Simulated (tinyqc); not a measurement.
Correlation length: interface roughness in a thin film (subband fluctuation and scattering).

Square well of width t, barriers V0, c = hbar^2/2m0: E1 solves k t + 2 atan[(k/mz)/(kappa/mb)] = pi, k = sqrt(mz E/c), kappa = sqrt(mb (V0 - E)/c). One interface is rough, so the subband edge fluctuates by G dt with G = |dE1/dt| (central difference of 0.01 angstrom; 2 E1/t for hard walls).

Gaussian roughness spectrum S(q) = pi D^2 Lc^2 exp(-q^2 Lc^2/4). Degenerate gas, taken to fill one subband (the second starts to fill once c kF^2/md exceeds E2 - E1, which is not tested here): kF = sqrt(2 pi Ns/gv), q = 2 kF sin(theta/2), 1/tau = (md/(2 pi c hbar)) G^2 times the integral from 0 to pi of S(q)(1 - cos theta)/eps(q)^2 dtheta, eps(q) = 1 + qs/q with screening (qs = gv md q0/(c eps), q0 = e^2/(4 pi eps0), form factors left out, which overstates the screening; other scattering is left out too, so these values lie far above measured mobilities in all but the thinnest films) or 1 without; mobility = tau c2/md with c2 = e/m0 = 1.75882e15 cm^2/(V s^2); 1e12/cm^2 = 1e-4/angstrom^2.

Constants: hbar^2/2m0 = 3.80998211 eV angstrom^2; hbar = 6.58211957e-16 eV s; e^2/(4 pi eps0) = 14.39964547 eV angstrom.

Inputs chosen for the exercise (near those of a thin Ge channel on (111), one valley; the results hold for these values, not for the real material): t = 22 angstrom (film thickness); mz = 1.58 m0 (confinement mass); V0 = 2.29 eV (barrier); mb = 0.32 m0 (barrier mass); md = 0.082 m0 (mass in the plane); gv = 1 (valleys); D = 2.4 angstrom (rms height of the roughness); Ns = 1.1 x 1e12/cm^2 (sheet density); eps = 12.3 (mean dielectric constant at the channel); Ll = (4, 8, 14, 22, 35, 55, 90) angstrom (correlation lengths).

Fixed D; bare and screened mobility.

Results:
```
Lc (angstrom)  kF Lc  bare mobility (cm^2/(V s))  screened mobility (cm^2/(V s))
4               0.11                    2.94e+05                        7.30e+05
8               0.21                    7.53e+04                        1.87e+05
14              0.37                    2.63e+04                        6.57e+04
22              0.58                    1.23e+04                        3.11e+04
35              0.92                    7.01e+03                        1.82e+04
55              1.45                    6.30e+03                        1.77e+04
90              2.37                    1.10e+04                        4.29e+04
```

The bare mobility is lowest at Lc = 55 angstrom of those listed (kF Lc = 1.45). The screened mobility is lowest at Lc = 55 angstrom of those listed (kF Lc = 1.45). Short roughness averages out (mobility as 1/Lc^2; the first two rows give exponent -1.96), and long roughness deflects only by small angles (bare mobility rising as Lc; the last two rows give 1.14).

Program tinyqc; command `OMP_NUM_THREADS=1 python tinyqc.py 1250621 1250622 out.jsonl`; about 0.01 s on one thread of a shared Intel(R) Xeon(R) Processor @ 2.30GHz.
